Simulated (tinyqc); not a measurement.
Inversion layer as a triangular well, valleys of the Si type: one step. Fermi level and populations. Four cases, with inputs chosen for the exercise.

Question. Solve for EF; c = hbar^2/2m0. The mean distance is sum n_i <z>_i/Ns.

Subband i holds n_i = g m_d/(2 pi c) kB T ln(1 + exp((EF - E_i)/kB T)) (spin included), and EF is fixed by sum n_i = Ns over the levels listed or, where none are listed, over j = 0 to 9 of each group; 1e12/cm^2 = 1e-4/angstrom^2.

Constants: hbar^2/2m0 = 3.80998211 eV angstrom^2; kB = 8.617333262e-05 eV/K.

Case 1.

Values chosen (out of a larger set: near those of Si; not measured data): Ns = 0.98 x 1e12/cm^2 (electron sheet density); T = 300 K (temperature).

Subbands:
```
label  valleys g  m_d (m0)    E (eV)  <z> (angstrom)
0              4  0.321851  0.051799         36.6040
0'             2  0.414526  0.061318         43.3304
1              4  0.321851  0.090566         63.9984
1'             2  0.414526  0.107209         75.7590
2              4  0.321851  0.122305         86.4265
2'             2  0.414526  0.144780        102.3085
3              4  0.321851  0.150356        106.2485
4              4  0.321851  0.175998        124.3685
3'             2  0.414526  0.177986        125.7731
5              4  0.321851  0.199892        141.2531
```

Case 2.

Values chosen (out of a larger set: near those of Si; not measured data): Ns = 10 x 1e12/cm^2 (electron sheet density); T = 300 K (temperature).

Subbands:
```
label  valleys g  m_d (m0)    E (eV)  <z> (angstrom)
0              2  0.188000  0.195295         10.9756
0'             4  0.415885  0.331564         18.6339
1              2  0.188000  0.341453         19.1897
2              2  0.188000  0.461115         25.9147
3              2  0.188000  0.566872         31.8583
1'             4  0.415885  0.579706         32.5796
4              2  0.188000  0.663548         37.2915
5              2  0.188000  0.753633         42.3543
2'             4  0.415885  0.782863         43.9970
6              2  0.188000  0.838624         47.1308
```

Case 3.

Values chosen (out of a larger set: near those of Si; not measured data): Ns = 1.5 x 1e12/cm^2 (electron sheet density); T = 77 K (temperature).

Subbands:
```
label  valleys g  m_d (m0)    E (eV)  <z> (angstrom)
0              6  0.355676  0.107700         27.8575
1              6  0.355676  0.188304         48.7060
2              6  0.355676  0.254294         65.7749
3              6  0.355676  0.312617         80.8605
4              6  0.355676  0.365931         94.6507
5              6  0.355676  0.415611        107.5007
6              6  0.355676  0.462481        119.6240
7              6  0.355676  0.507086        131.1615
8              6  0.355676  0.549810        142.2121
9              6  0.355676  0.590933        152.8490
```

Case 4.

Values chosen (out of a larger set: near those of Si; not measured data): Ns = 9.9 x 1e12/cm^2 (electron sheet density); T = 300 K (temperature).

Subbands:
```
label  valleys g  m_d (m0)    E (eV)  <z> (angstrom)
0              4  0.319241  0.276217         15.9029
0'             2  0.410927  0.326850         18.8179
1              4  0.319241  0.482939         27.8046
1'             2  0.410927  0.571464         32.9013
2              4  0.319241  0.652183         37.5486
2'             2  0.410927  0.771732         44.4315
3              4  0.319241  0.801762         46.1604
4              4  0.319241  0.938497         54.0328
3'             2  0.410927  0.948730         54.6219
5              4  0.319241  1.065910         61.3684
```

Give: EF; Populations; mean distance from the surface.

Answer.

Case 1.

EF = -0.0325 eV

Populations:
```
label  (EF - E)/kB T  n (1e12/cm^2)  share (%)
0              -3.26          0.523       53.3
0'             -3.63          0.234       23.9
1              -4.76          0.118       12.1
1'             -5.41          0.040        4.1
2              -5.99          0.035        3.5
2'             -6.86          0.009        1.0
3              -7.07          0.012        1.2
4              -8.07          0.004        0.4
3'             -8.14          0.003        0.3
5              -8.99          0.002        0.2
```

mean distance from the surface = 47.17 angstrom

The lowest subband holds 53.3 % of the electrons and is not degenerate (EF well below its edge).

Case 2.

EF = 0.2504 eV

Populations:
```
label  (EF - E)/kB T  n (1e12/cm^2)  share (%)
0               2.13          9.117       91.2
0'             -3.14          0.763        7.6
1              -3.52          0.118        1.2
2              -8.15          0.001        0.0
3             -12.24          0.000        0.0
1'            -12.74          0.000        0.0
4             -15.98          0.000        0.0
5             -19.46          0.000        0.0
2'            -20.59          0.000        0.0
6             -22.75          0.000        0.0
```

mean distance from the surface = 11.66 angstrom

The lowest subband holds 91.2 % of the electrons and is degenerate (EF more than 2 kB T above its edge).

Case 3.

EF = 0.0995 eV

Populations:
```
label  (EF - E)/kB T  n (1e12/cm^2)  share (%)
0              -1.24          1.500      100.0
1             -13.39          0.000        0.0
2             -23.34          0.000        0.0
3             -32.13          0.000        0.0
4             -40.16          0.000        0.0
5             -47.65          0.000        0.0
6             -54.71          0.000        0.0
7             -61.43          0.000        0.0
8             -67.87          0.000        0.0
9             -74.07          0.000        0.0
```

mean distance from the surface = 27.86 angstrom

The lowest subband holds 100.0 % of the electrons and is partly degenerate (EF within a few kB T of its edge).

Case 4.

EF = 0.2734 eV

Populations:
```
label  (EF - E)/kB T  n (1e12/cm^2)  share (%)
0              -0.11          8.837       89.3
0'             -2.07          1.059       10.7
1              -8.10          0.004        0.0
1'            -11.53          0.000        0.0
2             -14.65          0.000        0.0
2'            -19.27          0.000        0.0
3             -20.44          0.000        0.0
4             -25.73          0.000        0.0
3'            -26.12          0.000        0.0
5             -30.65          0.000        0.0
```

mean distance from the surface = 16.22 angstrom

The lowest subband holds 89.3 % of the electrons and is partly degenerate (EF within a few kB T of its edge).

Computed by tinyqc, one run a case: `OMP_NUM_THREADS=1 python tinyqc.py N N+1 out.jsonl` with N = 1250138, 1250159, 1250263, 1250317; one thread of a shared Intel(R) Xeon(R) Processor @ 2.30GHz, about 0.04 s a run at most.
